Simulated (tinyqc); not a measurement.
Worked calculation: Pariser-Parr-Pople SCF with singles CI, for the molecule OC=C1C=CC=C1O (SMILES; centres numbered as the heavy atoms are written). One step of it, computed by the program tinyqc.

Problem. Iteration 3: orbitals and new P. Diagonalise F (the basis is taken as orthonormal) and form P = 2 sum c c over the lowest orbitals.

F (eV):
```
            1O         2C         3C         4C         5C         6C         7C          8O
1O  -13.167366  -3.546059   0.537241   0.114218  -0.170486  -0.136687   0.224270   -0.140243
2C   -3.546059  -6.252337  -4.456889  -0.176804   0.446824   0.310435  -0.391686    0.272446
3C    0.537241  -4.456889  -5.523875  -3.533378   0.121908   0.180754  -3.388666    0.119330
4C    0.114218  -0.176804  -3.533378  -5.025464  -4.510725   0.307540   0.699852   -0.196035
5C   -0.170486   0.446824   0.121908  -4.510725  -4.761027  -3.732557   0.118884    0.033348
6C   -0.136687   0.310435   0.180754   0.307540  -3.732557  -4.975067  -4.444057    0.501036
7C    0.224270  -0.391686  -3.388666   0.699852   0.118884  -4.444057  -5.425633   -3.174322
8O   -0.140243   0.272446   0.119330  -0.196035   0.033348   0.501036  -3.174322  -12.109287
```

pi electrons, sum of z_r less the charge = 10

Give: orbital energies; P after iteration 3.

Solution.

orbital energies (eV): -15.0269  -13.9777  -11.9556  -9.5355  -8.2446  -2.4229  1.8754  2.0478

P after iteration 3:
```
         1O       2C       3C       4C       5C       6C       7C       8O
1O   1.8510   0.4086  -0.2478  -0.0738   0.1262   0.0971  -0.1126   0.0626
2C   0.4086   0.8596   0.7816   0.1003  -0.2969  -0.2136   0.1975  -0.1400
3C  -0.2478   0.7816   1.0652   0.4149  -0.0648  -0.0868   0.3695  -0.0548
4C  -0.0738   0.1003   0.4149   1.1207   0.8016  -0.1451  -0.3460   0.1200
5C   0.1262  -0.2969  -0.0648   0.8016   1.0292   0.4945  -0.0576  -0.0191
6C   0.0971  -0.2136  -0.0868  -0.1451   0.4945   1.1231   0.7764  -0.2319
7C  -0.1126   0.1975   0.3695  -0.3460  -0.0576   0.7764   1.0452   0.2895
8O   0.0626  -0.1400  -0.0548   0.1200  -0.0191  -0.2319   0.2895   1.9062
```
